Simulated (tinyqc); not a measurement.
Jacobi rotations on a symmetric matrix, step by step. Computed by tinyqc, a small Python program that keeps every step. Settings: method = jacobi. Command: `OMP_NUM_THREADS=1 python tinyqc.py 29308 29309 out.jsonl` (the two numbers bound the seeds that draw the settings). One thread of a shared host (Intel(R) Xeon(R) Processor @ 2.60GHz), about 0.01 s of CPU time with the checks.

## Jacobi rotation 1

A:
$$\begin{pmatrix}
0.009000 & -0.686000 & -0.210000 \\
-0.686000 & 1.640000 & 0.020000 \\
-0.210000 & 0.020000 & 1.917000
\end{pmatrix}$$

Take the largest off-diagonal element A_pq; tan 2 theta = 2 A_pq / (A_qq - A_pp) with |theta| <= pi/4; A' = J^T A J with J_pp = J_qq = cos, J_pq = sin, J_qp = -sin.

p, q, theta (rad): [1.000000, 2.000000, -0.349682]

A':
$$\begin{pmatrix}
-0.241162 & 0.000000 & -0.190439 \\
0.000000 & 1.890162 & 0.090735 \\
-0.190439 & 0.090735 & 1.917000
\end{pmatrix}$$

## Jacobi rotation 2

As before.

p, q, theta (rad): [1.000000, 3.000000, -0.087342]

A':
$$\begin{pmatrix}
-0.257838 & 0.007915 & 0.000000 \\
0.007915 & 1.890162 & 0.090390 \\
0.000000 & 0.090390 & 1.933676
\end{pmatrix}$$

## Jacobi rotation 3

As before.

p, q, theta (rad): [2.000000, 3.000000, 0.667295]

A':
$$\begin{pmatrix}
-0.257838 & 0.006217 & 0.004898 \\
0.006217 & 1.818948 & 0.000000 \\
0.004898 & 0.000000 & 2.004890
\end{pmatrix}$$

## All rotations

The off-diagonal norm falls at every rotation.

Rotations:
```
step  p  q      theta  off-diagonal norm
1     1  2  -0.349682           2.98e-01
2     1  3  -0.087342           1.28e-01
3     2  3   0.667295           1.12e-02
4     1  2   0.002994           6.93e-03
5     1  3   0.002165           2.07e-05
6     2  3   0.000079           4.49e-08
7     1  2  -1.53e-08           3.54e-12
```

eigenvalues: [-0.257867, 1.818967, 2.004901]
